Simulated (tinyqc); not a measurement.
Microkinetic model of a Langmuir-Hinshelwood surface reaction A + (1/2) B2 = AB with Bronsted-Evans-Polanyi barriers: one step, computed by the program tinyqc. Command: `OMP_NUM_THREADS=1 python tinyqc.py 3023949 3023950 out.jsonl microkin walk`. One thread of a shared host (Intel(R) Xeon(R) Processor @ 2.30GHz), about 0.01 s of CPU time with the checks.

A adsorbs in equilibrium; B2 dissociates irreversibly on two free sites; adsorbed A and B react irreversibly and AB leaves at once. theta_A + theta_B + theta_* = 1.

Task: Steady state in closed form. theta_A = K_A p_A theta_*; 2 k1 p_B theta_*^2 = k2 theta_A theta_B, so theta_B = w theta_* with w = 2 k1 p_B/(k2 K_A p_A); theta_* = 1/(1 + K_A p_A + w); rate r = k2 theta_A theta_B.

Inputs (values chosen for the exercise, for a model catalyst): pressure p_A = 0.058 bar; pressure p_B = 0.021 bar; temperature T = 825 K.

K_A = 3.423907 1/bar

k1 = 740.1901 1/(bar s)

k2 = 489606.8 1/s

Give: w; theta_*; theta_A; theta_B; rate r.

Result:

w = 3.1974e-04

theta_* = 0.83409

theta_A = 0.16564

theta_B = 2.6669e-04

rate r = 21.628 1/s per site

The surface is mostly free, and dissociation limits.
